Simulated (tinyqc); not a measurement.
## Yield against design margin

Cells fail independently with probability Q(k) = erfc(k/sqrt(2))/2 when the margin is k standard deviations, and Y = exp(-Nb Q(k)). phi = exp(-k^2/2)/sqrt(2 pi).  k = margin/s(dVT). With one spare that repairs any one cell, Y1 = exp(-x)(1 + x), x = Nb Q(k).

Parameters, values chosen for the exercise:
```
symbol  value  unit          meaning
Nb      65536        number of cells
```

s(dVT) = 12.2 mV

Yield against design margin:
```
M (mV)       k       Q(k)  expected failures x        Y       Y1
49      4.0164  2.9548e-5               1.9364  0.14422  0.42348
52      4.2623  1.0117e-5              0.66302  0.51529  0.85694
55      4.5082  3.2690e-6              0.21424  0.80715  0.98008
57      4.6721  1.4905e-6             0.097678  0.90694  0.99553
61      5.0000  2.8665e-7             0.018786  0.98139  0.99983
65      5.3279  4.9686e-8            0.0032562  0.99675  0.99999
68      5.5738  1.2464e-8            8.1685e-4  0.99918   1.0000
73      5.9836  1.0913e-9            7.1516e-5  0.99993   1.0000
```

Over a change of the margin from 49 to 73 mV, k goes from 4.02 to 5.98, the expected failures fall by 4.4 decades and the yield goes from 0.144 to 0.9999. The spare helps most at M = 52 mV among the rows, where it lifts the yield from 0.515 to 0.857.

tinyqc, about 0.01 s, one thread, Intel Xeon 2.30GHz (shared host): `OMP_NUM_THREADS=1 python tinyqc.py 2090114 2090115 out.jsonl`
